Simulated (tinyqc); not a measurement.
Margin needed against array size.

Cells fail independently with probability Q(k) = erfc(k/sqrt(2))/2 when the margin is k standard deviations, and Y = exp(-Nb Q(k)). phi = exp(-k^2/2)/sqrt(2 pi).  k solves Y = exp(-Nb Q(k)); the estimate is sqrt(2 ln(Nb/(-ln Y))).

Values chosen for this exercise: wanted yield Y = 0.41.

Margin needed against array size:

| Nb | allowed Q | k | estimate |
|---|---|---|---|
| 64 | 0.01393 | 2.199 | 2.924 |
| 1024 | 8.707e-4 | 3.131 | 3.754 |
| 16384 | 5.442e-5 | 3.870 | 4.431 |
| 262144 | 3.401e-6 | 4.500 | 5.018 |
| 4194304 | 2.126e-7 | 5.057 | 5.543 |
| 67108864 | 1.329e-8 | 5.563 | 6.023 |
| 1073741824 | 8.304e-10 | 6.028 | 6.467 |

A 1.68e7-fold larger array raises k only from 2.20 to 6.03; the last factor of 16 costs 0.47 standard deviations. The estimate, which drops the factor 1/(k sqrt(2 pi)) of the tail, is 33 % above k in the first row and 7.3 % above it in the last.

Numbers from tinyqc (`OMP_NUM_THREADS=1 python tinyqc.py 2090155 2090156 out.jsonl`; about 0.01 s on one thread of a shared Intel Xeon 2.30GHz).
